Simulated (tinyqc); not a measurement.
## Lifetime from the storage time

Problem. In the charge-control model of a long diode dQ/dt = -Ir - Q/tau after the current is switched from If to -Ir, with Q(0) = If tau; the storage time ends at Q = 0. Find tau, the stored charge and the share of it that leaves through the terminals.

forward and reverse current (mA): 3.8  19
storage time = 98.453641 ns

Solution. Integrating gives ts = tau ln(1 + If/Ir). The extracted charge is Ir ts; the rest recombines.

tau = 540 ns
stored charge = 2.05 nC
share extracted = 91.2 %

Program tinyqc, `OMP_NUM_THREADS=1 python tinyqc.py 2230001 2230002 out.jsonl`; Intel Xeon 2.30GHz, shared host, one thread, about 0.01 s.
